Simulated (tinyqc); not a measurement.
MOS capacitor on a p-type substrate, surface potential from the exact charge relation: one step of the calculation.

Uniform p-type substrate, Boltzmann statistics, full ionisation, classical densities. psi is the surface potential against the body (positive when the bands bend down) and u = psi/Vt. Traps are spread evenly over the gap and neutral at flat band, so their charge is -q Dit psi; the minority quasi-Fermi level is shifted by Vb.

Problem. Flat band, threshold and scales. ni = sqrt(Nc Nv) exp(-Eg/(2 Vt)), Eg in volts; phiF = Vt ln(N/ni); Cox = eps0 eox/tox; Vfb = phiM - chi - (Eg - Vt ln(Nv/N)) - q Nf/Cox; Q0 = sqrt(2 eps0 eps_r q N Vt); r = (ni/N)^2 exp(-Vb/Vt); VT = Vfb + [(2 phiF + Vb)(1 + q Dit/Cox) + sqrt(2 eps0 eps_r q N (2 phiF + Vb))/Cox].

Parameters, values chosen for the exercise; band and dielectric values close to those of germanium:

| symbol | value | unit | meaning |
|---|---|---|---|
| T | 300 | K | temperature |
| Eg | 0.655 | eV | band gap |
| eps_r | 16 |  | relative permittivity |
| Nc | 1.04e19 | cm^-3 | conduction-band density of states at T |
| Nv | 5.98e18 | cm^-3 | valence-band density of states at T |
| chi | 3.92 | eV | electron affinity |
| N | 1.5e17 | cm^-3 | acceptor density of the substrate |
| eox | 8.93 |  | relative permittivity of the gate insulator (close to aluminium oxide) |
| tox | 39 | nm | insulator thickness |
| phiM | 4.1 | eV | gate work function |
| Nf | -1.2e11 | cm^-2 | fixed charge at the interface, in units of q |
| Dit | 0 | cm^-2 eV^-1 | density of interface traps |
| Vb | 0 | V | reverse bias of the inversion layer against the body |

Constants: q = 1.602176634e-19 C, kB = 1.380649e-23 J/K, Vt = kB T/q, eps0 = 8.8541878128e-14 F/cm where lengths are in cm. Results are converted to the units shown.

Find: ni; phiF; Cox; Vfb; Q0; r; VT.

Solution.

ni = 2.4838e13 cm^-3
phiF = 0.22507 V
Cox = 0.20274 uF/cm^2
Vfb = -0.28489 V
Q0 = 41.956 nC/cm^2
r = 2.7418e-8
VT = 1.0288 V

Program tinyqc, `OMP_NUM_THREADS=1 python tinyqc.py 2060118 2060119 out.jsonl`; Intel Xeon 2.30GHz, shared host, one thread, about 0.01 s.
